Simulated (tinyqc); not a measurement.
# Gated graphene, quantum capacitance: what changes with what

phi is the Fermi level above the Dirac point, in volts; Vg is counted from the gate voltage of charge neutrality. Ideal linear bands, no charge puddles.

Parameters, values chosen for the exercise; values close to those of graphene:
```
symbol,value,unit,meaning
T,77,K,temperature
eox,22.2,,relative permittivity of the gate insulator (close to hafnium oxide)
tox,5.1,nm,insulator thickness
vF,9.4e5,m/s,Fermi velocity
Dit,3.7e11,cm^-2 eV^-1,density of traps
Vg,0.43,V,gate voltage
```

Constants: q = 1.602176634e-19 C, kB = 1.380649e-23 J/K, hbar = 1.054571817e-34 J s, Vt = kB T/q, eps0 = 8.8541878128e-14 F/cm where lengths are in cm. Results are converted to the units shown.

Each table varies one quantity; the others keep the values above.

## Effect of the gate voltage

N0 = (2/pi)(kB T/(hbar vF))^2; n = N0 F1(phi/Vt), p = N0 F1(-phi/Vt), F1(e) = int_0^infinity u du/(1 + exp(u - e)) = -Li2(-exp(e)); Cq = q d(n - p)/dphi = (q N0/Vt) ln[2 (1 + cosh(phi/Vt))]. Cox = eps0 eox/tox; Vg = phi + q (n - p + Dit phi)/Cox. 1/C_G = 1/Cox + 1/(Cq + q Dit); dphi/dVg = Cox/(Cox + Cq + q Dit).

The same in every row: Cox (uF/cm^2) = 3.854.

Result of one run:
```
Vg (V)   phi (V)  n - p (cm^-2)  Cq (uF/cm^2)  C_G (uF/cm^2)  dphi/dVg  n + p (cm^-2)
-0.09   -0.07099      -4.311e11         1.891          1.295    0.6640       4.311e11
```

What becomes of these results when the gate voltage Vg is changed from -0.09 to -0.3 V, all else the same?

Result of the changed run:
```
Vg (V)  phi (V)  n - p (cm^-2)  Cq (uF/cm^2)  C_G (uF/cm^2)  dphi/dVg  n + p (cm^-2)
-0.3    -0.1821      -2.769e12         4.852          2.159    0.4397       2.769e12
```

The whole series:
```
Vg (V)   phi (V)  n - p (cm^-2)  Cq (uF/cm^2)  C_G (uF/cm^2)  dphi/dVg  n + p (cm^-2)
-0.3     -0.1821      -2.769e12         4.852          2.159    0.4397       2.769e12
-0.09   -0.07099      -4.311e11         1.891          1.295    0.6640       4.311e11
0.12     0.09007       6.866e11         2.400          1.501    0.6105       6.866e11
0.33      0.1950       3.175e12         5.196          2.224    0.4231       3.175e12
0.54      0.2746       6.283e12         7.317          2.531    0.3432       6.283e12
0.76      0.3443       9.872e12         9.175          2.719    0.2945       9.872e12
0.97      0.4027       1.350e13         10.73          2.840    0.2632       1.350e13
1.18      0.4555       1.726e13         12.14          2.929    0.2402       1.726e13
1.39      0.5039       2.113e13         13.43          2.998    0.2223       2.113e13
1.6       0.5491       2.508e13         14.63          3.053    0.2079       2.508e13
```

As Vg goes from -0.3 to 1.6, Cq goes from 4.85 through a minimum of 1.89 (at Vg = -0.09 among the rows listed) to 14.6 uF/cm^2, C_G/Cox goes from 0.560 through a minimum of 0.336 (at Vg = -0.09 among the rows listed) to 0.792 and n - p rises from -2.77e12 to 2.51e13 cm^-2. Cq is below Cox for Vg = -0.09, 0.12; there the density of states limits the response dn/dVg more than the insulator does. At neutrality Cq is (q N0/Vt) ln 4 = 0.245 uF/cm^2, and far from it Cq grows as |phi|.

## Effect of the density of traps

Same model as above.

The same in every row: Cox (uF/cm^2) = 3.8542.

Effect of the density of traps:
```
Dit (cm^-2 eV^-1)  phi (V)  n - p (cm^-2)  Cq (uF/cm^2)  C_G (uF/cm^2)  dphi/dVg  n + p (cm^-2)
0                  0.23637      4.6579e12        6.2980         2.3910   0.37964      4.6579e12
1e11               0.23600      4.6432e12        6.2881         2.3919   0.37941      4.6432e12
3e11               0.23526      4.6141e12        6.2683         2.3936   0.37896      4.6141e12
7e11               0.23378      4.5565e12        6.2289         2.3972   0.37804      4.5565e12
2e12               0.22907      4.3753e12        6.1035         2.4089   0.37499      4.3753e12
4e12               0.22209      4.1132e12        5.9173         2.4275   0.37015      4.1132e12
1e13               0.20288      3.4346e12        5.4057         2.4866   0.35483      3.4346e12
3e13               0.15444      1.9954e12        4.1150         2.6915   0.30168      1.9954e12
```

What does the table show?

As Dit goes from 0 to 3e13, Cq falls from 6.30 to 4.12 uF/cm^2, C_G/Cox rises from 0.620 to 0.698 and n - p falls from 4.66e12 to 2.00e12 cm^-2. Cq exceeds Cox in every row, so the insulator is the tighter limit, though Cq still cuts C_G by up to 38 %.

Program tinyqc, `OMP_NUM_THREADS=1 python tinyqc.py 2200132 2200133 out.jsonl`; Intel Xeon 2.30GHz, shared host, one thread, about 0.01 s.
